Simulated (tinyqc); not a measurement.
The basis set: RHF and MP2 along a ladder of basis sets, for BeH2, spin multiplicity 1. Computed by the program tinyqc with PySCF. 

Geometry (angstrom):
```
atom       x        y       z
Be    0.0000   0.0000  0.0000
H     0.0000   1.2900  0.0000
H     0.0000  -1.2900  0.0000
```

Same geometry throughout; the dipole is taken about the origin.

RHF and frozen-core MP2 in a ladder of bases:
```
basis    functions  E(RHF) (hartree)  E(MP2 corr) (hartree)  HOMO (eV)  LUMO (eV)  dipole (debye)
sto-3g           7         -15.56135               -0.02201    -11.698      5.735           0.000
3-21g           13         -15.67226               -0.02782    -12.355      2.258           0.000
6-31g           13         -15.75814               -0.02799    -12.324      2.476           0.000
6-31g**         24         -15.76554               -0.04889    -12.254      2.520           0.000
cc-pvdz         24         -15.76586               -0.05090    -12.302      1.941           0.000
cc-pvtz         58         -15.77034               -0.06077    -12.358      1.656           0.000
```

From cc-pVDZ to cc-pVTZ the RHF energy falls by 4.5 mhartree and the correlation energy by 9.9. If valence correlation converges as X^-3, (27 E(T) - 8 E(D))/19 gives -0.0649 hartree, a rough estimate from such small X that usually falls short; STO-3G holds about 34 % of it. Beyond STO-3G the LUMO moves by 0.9 eV and the HOMO by 0.1 eV.
